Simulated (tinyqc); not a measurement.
The first four gaps: longitudinal sound in a periodic multilayer: transfer matrices, stop bands and folded phonons. Computed by tinyqc, a small Python program. Command: `OMP_NUM_THREADS=1 python tinyqc.py 3003045 3003046 out.jsonl multilayer walk`. One thread of a shared host (Intel(R) Xeon(R) Processor @ 2.30GHz), about 0.01 s of CPU time with the checks.

Layers 1 and 2 repeat with period d = d_1 + d_2; waves travel normal to the layers, without loss. State vector (u, s): displacement u and stress divided by omega. Impedances Z = rho v are in 1e6 kg/(m^2 s).

Inputs (values chosen for the exercise, modelled on copper (layer 1), tantalum (layer 2) and gallium arsenide (substrate)):
```
quantity,value,unit
density rho_1,9.04,g/cm^3
velocity v_1,4690,m/s
thickness d_1,23.9,nm
density rho_2,16.7,g/cm^3
velocity v_2,4180,m/s
thickness d_2,21.7,nm
substrate density,5.25,g/cm^3
substrate velocity,4650,m/s
```

Method:
- Z = rho v; interface reflection r = (Z_2 - Z_1)/(Z_2 + Z_1) (stress amplitude, from 1 into 2); Bragg frequency f_B = 1/[2 (d_1/v_1 + d_2/v_2)]; long-wave velocity v_eff = d/sqrt[(d_1/v_1)^2 + (d_2/v_2)^2 + (Z_1/Z_2 + Z_2/Z_1)(d_1/v_1)(d_2/v_2)].
- A layer maps (u, s) by [[cos p, sin p/Z], [-Z sin p, cos p]], p = 2 pi f d_i/v_i; one period is M = M_2 M_1, and cos(q d) = trace(M)/2.
- Gap m contains m f_B; its edges, where trace(M)/2 = (-1)^m, are found by root search. Weak-contrast estimate of the width: (4 f_B/pi) |r sin(m pi a)|, a = (d_1/v_1)/(d_1/v_1 + d_2/v_2).

Bragg frequency f_B = 48.6034 GHz

Z_1 = 42.3976

Z_2 = 69.806

interface reflection r = 0.244274

Stop bands (GHz):
```
m,lower edge,upper edge,width,weak-contrast estimate
1,40.97,56.24,15.269,15.115
2,96.99,97.43,0.441,0.441
3,138.18,153.44,15.256,15.102
4,193.97,194.86,0.881,0.881
```

What does the comparison show, and why?

With a = 0.495, gap 1 is the widest and gap 2 the narrowest: the layers are near a quarter wave each at f_B, so the even gaps almost close. The weak-contrast estimate misses the first width by -1.0 % at |r| = 0.24. Odd gaps open at the edge of the folded zone (q = pi/d), even ones at its centre.
